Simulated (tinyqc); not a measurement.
# Long-channel MOSFET, surface-potential model: what changes with what

n-channel transistor on a uniformly doped p-type body, gradual-channel approximation, constant mobility, Boltzmann statistics, full ionisation. Potentials are counted from the neutral body; V is the electron quasi-Fermi potential, Vsb at the source and Vsb + Vds at the drain. Charges are magnitudes per area.

Values chosen for this exercise; material values those of a made-up semiconductor: temperature T = 300 K; band gap Eg = 1.15 eV; relative permittivity of the semiconductor eps_r = 11.7; conduction-band density of states at T Nc = 3e19 cm^-3; valence-band density of states at T Nv = 2.1e19 cm^-3; acceptor density of the body Na = 3.6e16 cm^-3; relative permittivity of the gate insulator eox = 25.5; insulator thickness tox = 62 nm; flat-band voltage Vfb = -0.55 V; channel mobility mu = 230 cm^2/(V s); gate width W = 2 um; gate length L = 10 um; source-body reverse bias Vsb = 0 V; drain-source voltage Vds = 0.5 V.

Constants: q = 1.602176634e-19 C, kB = 1.380649e-23 J/K, Vt = kB T/q, eps0 = 8.8541878128e-14 F/cm where lengths are in cm. Results are converted to the units shown.

Each table varies one quantity; the others keep the values above.

## Transfer curve from weak to strong inversion

ni = sqrt(Nc Nv) exp(-Eg/(2 Vt)), Eg in volts; phiF = Vt ln(Na/ni); Cox = eps0 eox/tox; gamma = sqrt(2 q eps0 eps_r Na)/Cox. The surface potential psi at channel potential V solves Vgs + Vsb - Vfb - psi = gamma sqrt(G), G = psi - Vt + Vt exp((psi - 2 phiF - V)/Vt). Charge sheet: Qi = Cox gamma [sqrt(G) - sqrt(psi - Vt)]; I = mu (W/L) [integral of Qi dpsi from psi_0 to psi_L (drift) + Vt (Qi0 - QiL) (diffusion)], with psi_0 at V = Vsb and psi_L at V = Vsb + Vds. Pao-Sah: Qi(V) = (Cox gamma/2) integral from 3 Vt to psi of exp((u - 2 phiF - V)/Vt)/sqrt(G(u, V)) du, and I = mu (W/L) integral of Qi dV from Vsb to Vsb + Vds. Square law: VT = Vfb + 2 phiF + gamma sqrt(2 phiF + Vsb), m = 1 + gamma/(2 sqrt(2 phiF + Vsb)), I = mu Cox (W/L) [(Vgs - VT) v - m v^2/2] with v the smaller of Vds and (Vgs - VT)/m, and zero below VT. gm = dI/dVgs of the charge-sheet current.

Results:

| Vgs (V) | I, charge sheet (uA) | I, Pao-Sah (uA) | drift share (%) | gm/I (1/V) | I, square law (uA) |
|---|---|---|---|---|---|
| 0.33 | 3.280e-6 | 3.354e-6 | 0.01230 | 31.80 | 0 |
| 0.46 | 2.102e-4 | 2.142e-4 | 0.7858 | 32.04 | 0 |
| 0.58 | 0.007869 | 0.008058 | 19.53 | 25.97 | 0.01661 |
| 0.83 | 0.3140 | 0.3256 | 75.13 | 8.055 | 0.6380 |
| 0.96 | 0.7451 | 0.7714 | 83.05 | 5.532 | 1.316 |
| 1.08 | 1.332 | 1.376 | 87.08 | 4.243 | 2.157 |
| 1.21 | 2.156 | 2.223 | 90.34 | 3.190 | 3.237 |
| 1.33 | 3.012 | 3.100 | 92.67 | 2.433 | 4.242 |

Estimate the missing row, Vgs = 0.71 V.

Computed row:

| Vgs (V) | I, charge sheet (uA) | I, Pao-Sah (uA) | drift share (%) | gm/I (1/V) | I, square law (uA) |
|---|---|---|---|---|---|
| 0.71 | 0.09183 | 0.09507 | 59.12 | 13.15 | 0.2277 |

With this row back in the table: The charge-sheet current rises from 3.28e-6 to 3.01 uA. In the first row gm/I is 31.8 1/V, a swing of 72.4 mV a decade, against Vt ln 10 = 59.5 mV a decade for an ideal gate; in the last it is 2.43 1/V. Drift passes half of the current at Vgs = 0.71 V among the rows listed (VT = 0.532 V). The charge sheet departs most from Pao-Sah at Vgs = 0.83 V, where it is 3.5 % below it. In the last row the square law is 37 % above Pao-Sah. At Vgs = 1.33 V the surface electron density at the source passes 0.3 Nc, where degeneracy and quantisation, left out here, matter.

## Output curve

Same model as above.

In this table Vgs = 0.87 V.

Output curve:

| Vds (V) | psi_L (V) | QiL (nC/cm^2) | I, charge sheet (uA) | I, Pao-Sah (uA) | I, square law (uA) |
|---|---|---|---|---|---|
| 0.05 | 0.9641 | 60.14 | 0.1548 | 0.1606 | 0.2588 |
| 0.1 | 1.004 | 43.23 | 0.2706 | 0.2808 | 0.4686 |
| 0.15 | 1.042 | 27.62 | 0.3498 | 0.3630 | 0.6297 |
| 0.2 | 1.074 | 14.29 | 0.3964 | 0.4112 | 0.7419 |
| 0.26 | 1.099 | 3.826 | 0.4193 | 0.4347 | 0.8120 |
| 0.31 | 1.106 | 0.7437 | 0.4238 | 0.4392 | 0.8207 |
| 0.36 | 1.107 | 0.1142 | 0.4246 | 0.4400 | 0.8207 |
| 0.41 | 1.108 | 0.01667 | 0.4247 | 0.4402 | 0.8207 |
| 0.46 | 1.108 | 0.002412 | 0.4247 | 0.4402 | 0.8207 |

What does the comparison show?

The Pao-Sah current rises from 0.161 to 0.440 uA, while the charge at the drain end falls from 60.1 to 0.00241 nC/cm^2. The current first comes within 1 % of its last value at Vds = 0.31 V among the rows listed; the square law saturates at (Vgs - VT)/m = 0.290 V. Over the last two rows psi_L moves by less than 1 mV: the drain has lost hold of the surface potential, so the current no longer grows. In the last row the charge sheet is 3.5 % below Pao-Sah and the square law 86 % above it.

Computed by the program tinyqc: `OMP_NUM_THREADS=1 python tinyqc.py 2360118 2360119 out.jsonl`, one thread of a shared Intel Xeon 2.30GHz, about 0.07 s for the whole run.
